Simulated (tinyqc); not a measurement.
# Worked calculation: thermionic-field emission through a Schottky barrier, WKB

Computed by the program tinyqc: `OMP_NUM_THREADS=1 python tinyqc.py 2640040 2640041 out.jsonl`, one thread of a shared Intel Xeon 2.30GHz, about 0.01 s for the whole run. Printed values are rounded.

Metal on an n-type semiconductor with one parabolic valley; V > 0 is forward bias (metal positive). Energies E are counted from the conduction edge of the neutral semiconductor, whose Fermi level lies at -xi; that of the metal lies at -xi - V. The barrier is a parabola of height Vd = phi - xi - V (depletion approximation, no image force).

Parameters, values chosen for the exercise; band and dielectric values close to those of gallium arsenide:
```
symbol   value   unit                             meaning
T          300      K                         temperature
me      0.0662     m0                       electron mass
eps_r     12.8                      relative permittivity
phi       0.37     eV  barrier height seen from the metal
Nd      1.2e19  cm^-3                       donor density
V        0.087      V                                bias
nE          13                  points of the energy grid
Eb        0.69     eV        upper end of the energy grid
```

Constants: q = 1.602176634e-19 C, kB = 1.380649e-23 J/K, hbar = 1.054571817e-34 J s, h = 6.62607015e-34 J s, m0 = 9.1093837015e-31 kg, Vt = kB T/q, eps0 = 8.8541878128e-14 F/cm where lengths are in cm. Results are converted to the units shown.

Range of the model: The depletion approximation, a parabolic band and the neglect of image-force lowering make these currents estimates at high doping.

## Fermi level, barrier and E00

Nc = 2 (2 pi me m0 kB T/h^2)^1.5 (times 1e-6 for cm^-3); Nd = Nc F12(-xi/Vt), F12(x) = (2/sqrt(pi)) int_0^infinity sqrt(u)/(1 + exp(u - x)) du; E00 = (hbar/2) sqrt(Nd/(me m0 eps0 eps_r)) in SI units (volts). W = sqrt(2 eps0 eps_r Vd/(q Nd)).

Nc = 4.27424e17 cm^-3
xi = -0.286785 eV
Vd = 0.569785 V
W = 8.19604 nm
E00 = 69.8689 meV
E00/Vt = 2.70265

By a common rule of thumb, E00/Vt below 0.5 marks thermionic emission, 0.5 to 5 thermionic-field emission and above 5 field emission. By that rule alone: thermionic-field emission; with a high barrier, tunnelling near its top can carry most of the current even below 0.5.

## Current density on a coarse grid

For E < Vd, ln T(E) = -(Vd/E00) [sqrt(1 - y) - y ln((1 + sqrt(1 - y))/sqrt(y))], y = E/Vd; T(E) = 1 above. J = A* T (q/kB) int_0^infinity T(E) N(E) dE, N = ln[(1 + exp((-xi - E)/Vt))/(1 + exp((-xi - V - E)/Vt))], A* = 4 pi q me m0 kB^2/h^3 (times 1e-4 for A/(cm^2 K^2)). Simpson's rule on nE equally spaced points from 0 to Eb.

```
point    E (eV)        T(E)           N      T(E) N
0      0.000000  2.87279e-4     3.36489  9.66661e-4
1      0.057500  0.00194974     3.36139  0.00655385
2      0.115000  0.00731371     3.32966   0.0243521
3      0.172500   0.0215830     3.07861   0.0664455
4      0.230000   0.0538973     2.03137    0.109485
5      0.287500    0.117667    0.646355   0.0760546
6      0.345000    0.228382   0.0964008   0.0220162
7      0.402500    0.397191   0.0109208  0.00433766
8      0.460000    0.619293  0.00118732  7.35297e-4
9      0.517500    0.857261  1.28486e-4  1.10146e-4
10     0.575000           1  1.38971e-5  1.38971e-5
11     0.632500           1  1.50304e-6  1.50304e-6
12     0.690000           1  1.62560e-7  1.62560e-7
```

J = 4.92715e5 A/cm^2

The integrand peaks at E = 0.230 eV among these points, 0.40 of the barrier height. A converged quadrature gives 4.950e5 A/cm^2 (this grid is 0.47 % below that), of which 0.0025 % passes over the barrier.
